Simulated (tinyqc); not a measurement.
Carrier lifetime from Shockley-Read-Hall, radiative, Auger and surface recombination: one step, computed by the program tinyqc. Command: `OMP_NUM_THREADS=1 python tinyqc.py 3005799 3005800 out.jsonl lifetime walk`. One thread of a shared host (Intel(R) Xeon(R) Processor @ 2.30GHz), about 0.01 s of CPU time with the checks.

Energies are counted from the top of the valence band. Boltzmann statistics, full ionisation, and equal excess densities of electrons and holes.

Question. Lifetimes at the given injection. With n = n_0 + dn, p = p_0 + dn and U/dn = 1/tau: (n p - n_i^2)/dn = n_0 + p_0 + dn = s; 1/tau_SRH = s/[tau_p0 (n + n1) + tau_n0 (p + p1)]; 1/tau_rad = B s; 1/tau_Aug = (C_n n + C_p p) s; the rates add. Radiative efficiency = tau_eff/tau_rad; effective diffusion length = sqrt(D tau_eff).

Inputs (values chosen for the exercise, for a model semiconductor):
```
quantity                   value    unit
temperature T                250       K
doping N                 4.9e+14   cm^-3
trap density N_t         1.5e+14   cm^-3
radiative coefficient B  2.4e-10  cm^3/s
Auger coefficient C_n    6.4e-32  cm^6/s
Auger coefficient C_p    5.9e-31  cm^6/s
excess density dn        9.7e+13   cm^-3
diffusion coefficient D      2.6  cm^2/s
```

Doping: p-type. Surface term: none.

n_0 = 5.751178e+07 cm^-3

p_0 = 4.900001e+14 cm^-3

tau_p0 = 4.097538e-06 s

n1 = 1.305201e+10 cm^-3

tau_n0 = 4.898200e-06 s

p1 = 2.159114e+12 cm^-3

Give: tau_SRH at dn; tau_rad at dn; tau_Aug at dn; effective lifetime at dn; radiative efficiency at dn; effective diffusion length at dn.

Answer.

tau_SRH at dn = 5.5934e-06 s

tau_rad at dn = 7.0982e-06 s

tau_Aug at dn = 4.8323 s

effective lifetime at dn = 3.1283e-06 s

radiative efficiency at dn = 0.44072

effective diffusion length at dn = 28.519 micrometre

Caution: the trap density is not small against the doping, so trapped charge breaks the equality of the excess densities.
